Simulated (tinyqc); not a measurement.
Capacitance measurement on a leaky thin oxide: effects of series resistance and leakage: one step of the calculation.

The device is a capacitance C in parallel with a leakage conductance G, in series with Rs and Ls. An impedance meter reports either a parallel pair (Cp, Gp) from Y = 1/Z = Gp + i w Cp or a series pair (Cs, Rm) from Z = Rm + 1/(i w Cs); w = 2 pi f, dissipation D = Gp/(w |Cp|).

Question. True capacitance and conductance. EOT = 3.9 tox/eox; CET = EOT + zc + zp; C = 3.9 eps0 A/CET; G = Jg A/Vs.

Inputs (values chosen for the exercise); values of the order met in thin-oxide MOS capacitors:
```
symbol  value    unit                                                                 meaning
eox       3.9          relative permittivity of the gate insulator (close to silicon dioxide)
tox       3.6      nm                                                     insulator thickness
A       10000    um^2                                                               gate area
zc       0.54      nm              oxide-equivalent thickness added by the accumulation layer
zp       0.11      nm                      oxide-equivalent thickness added by gate depletion
Jg       0.14  A/cm^2              gate leakage current density, not matched to the thickness
Vs       0.38       V                               voltage for an e-fold rise of the leakage
```

Constants: eps0 = 8.8541878128e-14 F/cm where lengths are in cm. Results are converted to the units shown.

Give: EOT; CET; C; G.

Answer.

EOT = 3.600 nm
CET = 4.250 nm
C = 81.25 pF
G = 36.84 uS

Program tinyqc, `OMP_NUM_THREADS=1 python tinyqc.py 2022164 2022165 out.jsonl`; Intel Xeon 2.30GHz, shared host, one thread, about 0.01 s.
